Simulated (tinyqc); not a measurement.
# Time-dependent dielectric breakdown: cell percolation, Weibull statistics, area scaling and voltage extrapolation, step by step

A worked calculation. Computed by tinyqc, a small Python program that keeps every step. Command: `OMP_NUM_THREADS=1 python tinyqc.py 3013103 3013104 out.jsonl tddb walk`. One thread of a shared host (Intel(R) Xeon(R) Processor @ 2.30GHz), about 0.01 s of CPU time with the checks. Intermediate numbers are printed to about 6 digits and carried at full precision; extremes and crossings named in words are read from the listed rows.

The oxide is divided into columns of area a^2, each holding m = t_ox/a cells (m is taken as continuous). A share lambda(t) = (t/t_1)^alpha of the cells is defective, and a column whose cells are all defective breaks down.

Inputs (values chosen for the exercise, for a model gate oxide): oxide thickness t_ox = 5.4 nm; defect cell size a = 1.4 nm; exponent alpha of defect growth = 0.79; time t_1 at which the occupied share would reach 1 = 1.2e+08 s; test area A = 8000 um^2; product area A_u = 100000 um^2; stress voltage V = 7.08 V; use voltage V_u = 3.7 V; local exponent n = -d ln t/d ln V at the stress voltage = 29; activation energy E_a = 0.47 eV; stress temperature T = 125 C; use temperature T_u = 85 C; allowed failure fraction F = 1e-06.

Voltage law used: 1/E.

Constants: k_B = 8.617333262e-05 eV/K.

## Weibull parameters from the cell model

Failure fraction F = 1 - (1 - lambda^m)^N with N = A/a^2 columns, which for small lambda^m is 1 - exp(-(t/t63)^beta) with beta = alpha m and t63 = t_1 N^(-1/beta); critical share lambda(t63) = N^(-1/m). 1 um^2 = 1e6 nm^2.

cells per column m = 3.85714

columns N = 4.08163e+09

Weibull slope beta = 3.04714

characteristic life t63 = 84165.4 s

critical share of defective cells = 0.00322331

Times between F = 10 % and 90 % span a factor 2.75: the smaller beta = alpha m, the wider the scatter. Caution: t_1 is an input here; in a real oxide it changes with thickness at fixed voltage.

## A sample of breakdown times

uniform random numbers u: [0.5764, 0.6860, 0.3300, 0.1861, 0.4112, 0.3735, 0.8919, 0.9126]

Each device fails at t = t63 (-ln(1 - u))^(1/beta). Sort the times; median rank F_i = (i - 0.3)/(n_s + 0.4) for n_s devices; W = ln(-ln(1 - F_i)).

Weibull plot:
```
i   t (s)       F_i     ln t         W
1   50108  0.083333  10.8219  -2.44172
2   62332  0.202381  11.0402  -1.48667
3   65584  0.321429  11.0911  -0.94735
4   68322  0.440476  11.1320  -0.54357
5   80069  0.559524  11.2906  -0.19857
6   88325  0.678571  11.3888   0.12661
7  109421  0.797619  11.6030   0.46850
8  112747  0.916667  11.6329   0.91024
```

## Fitting the sample

W = ln(-ln(1 - F_i)) with the median ranks F_i. Least squares in W: W = beta ln t - beta ln t63. Maximum likelihood: solve sum t^b ln t/sum t^b - 1/b = mean of ln t for b, then t63 = (mean of t^b)^(1/b).

slope by least squares = 3.75167

t63 by least squares = 88175.7 s

slope by maximum likelihood = 4.12680

t63 by maximum likelihood = 87781.7 s

The true values are beta = 3.047 and t63 = 84200 s. With 8 devices the standard error of the maximum-likelihood slope is about 0.78 beta/sqrt(n_s) = 0.84; the fits miss by +0.70 and +1.08, and t63 by +5 and +4 %.

## Projection to use conditions

All three voltage laws share the slope n at the stress voltage. Factor t(V_u)/t(V): E law exp(n (1 - V_u/V)); 1/E law exp(n (V/V_u - 1)); power law (V/V_u)^n. Temperatures in kelvin are T(C) + 273.15. Temperature factor exp[(E_a/k_B)(1/T_u - 1/T)]; area factor (A/A_u)^(1/beta); percentile factor (-ln(1 - F))^(1/beta); life = t63 x all four; 1 year = 3.15576e7 s.

voltage factor = 3.20098e+11

temperature factor = 4.61788

area factor = 0.436536

percentile factor = 0.0107385

projected life = 1.84807e+07 years

Area and percentile together cost 2.3 decades, voltage and temperature return 12.2; a ten-year target is met. Caution: a voltage factor of more than nine decades rests wholly on the chosen law and cannot be tested.

## Three voltage laws

Life = t63 x voltage, temperature, area and percentile factors, the last three as above.

Log10 of the life in years:
```
V_u/V  V_u (V)     E law  1/E law  power law
1.00     7.080  -4.23857  -4.2386   -4.23857
0.95     6.726  -3.60884  -3.5757   -3.59255
0.90     6.372  -2.97911  -2.8392   -2.91160
0.80     5.664  -1.71966  -1.0899   -1.42817
0.70     4.956  -0.46020   1.1591    0.25359
0.60     4.248   0.79925   4.1578    2.19505
0.50     3.540   2.05870   8.3560    4.49130
0.40     2.832   3.31816  14.6532    7.30170
```

At V_u/V = 0.9 the laws differ by 0.14 decades at most, and at 0.5 by 6.3. The E law is the most cautious and the 1/E law the most hopeful. Ten years are reached at V_u/V = 0.584 (E), 0.706 (1/E), 0.660 (power). Caution: the rows at low voltage extrapolate over many decades and cannot be tested.

Checks made by the program: Weibull form against the exact column count at t63 (relative difference 2e-10).
